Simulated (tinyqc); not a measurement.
Empirical pseudopotential in a few plane waves, step by step. One step of it, computed by the program tinyqc.

Problem. Bloch Hamiltonian at k. Basis: the 15 shortest G (labels in 2 pi/a), the same at every k. H(G,G') = c |k + G|^2 delta + VS(|G-G'|^2) cos((G-G').tau) + i VA sin((G-G').tau), tau = a/8 (1,1,1); 1 Ry = 13.605693 eV.

Parameters chosen for this model: fcc lattice, atoms at +/- a/8 (1,1,1); form factors in rydberg at |G|^2 in units of (2 pi/a)^2:
```
parameter,value,unit
a,5.780000,angstrom
VS(3),-0.215000,Ry
VS(8),0.012000,Ry
VS(11),0.074000,Ry
VA(3),0,Ry
VA(4),0,Ry
VA(11),0,Ry
hbar^2/2m (2 pi/a)^2,4.502223,eV
```

k point k (2 pi / a): 0.500000  -0.230000  0.470000

Give: H(k) at k.

Solution.

H(k) at k (eV), lower triangle:
```
,+0+0+0,-1-1-1,-1-1+1,-1+1-1,-1+1+1,+1-1-1,+1-1+1,+1+1-1,+1+1+1,-2+0+0,+0-2+0,+0+0-2,+0+0+2,+0+2+0,+2+0+0
+0+0+0,2.3583
-1-1-1,2.0684,9.2016
-1-1+1,-2.0684,0.0000,17.6658
-1+1-1,-2.0684,0.0000,0.1633,5.0596
-1+1+1,-2.0684,-0.1633,0.0000,0.0000,13.5238
+1-1-1,-2.0684,0.0000,0.1633,0.1633,0.0000,18.2061
+1-1+1,-2.0684,-0.1633,0.0000,0.0000,0.1633,0.0000,26.6703
+1+1-1,-2.0684,-0.1633,0.0000,0.0000,0.1633,0.0000,0.1633,14.0640
+1+1+1,2.0684,0.0000,-0.1633,-0.1633,0.0000,-0.1633,0.0000,0.0000,22.5282
-2+0+0,0.0000,-2.0684,-2.0684,-2.0684,2.0684,0.7119,-0.7119,-0.7119,-0.7119,11.3627
+0-2+0,0.0000,-2.0684,-2.0684,0.7119,-0.7119,-2.0684,2.0684,-0.7119,-0.7119,0.1633,24.5092
+0+0-2,0.0000,-2.0684,0.7119,-2.0684,-0.7119,-2.0684,-0.7119,2.0684,-0.7119,0.1633,0.1633,11.9030
+0+0+2,0.0000,-0.7119,2.0684,-0.7119,-2.0684,-0.7119,-2.0684,0.7119,-2.0684,-0.1633,-0.1633,0.0000,28.8313
+0+2+0,0.0000,-0.7119,-0.7119,2.0684,-2.0684,-0.7119,0.7119,-2.0684,-2.0684,-0.1633,0.0000,-0.1633,0.1633,16.2251
+2+0+0,0.0000,-0.7119,-0.7119,-0.7119,0.7119,2.0684,-2.0684,-2.0684,-2.0684,0.0000,-0.1633,-0.1633,0.1633,0.1633,29.3716
```
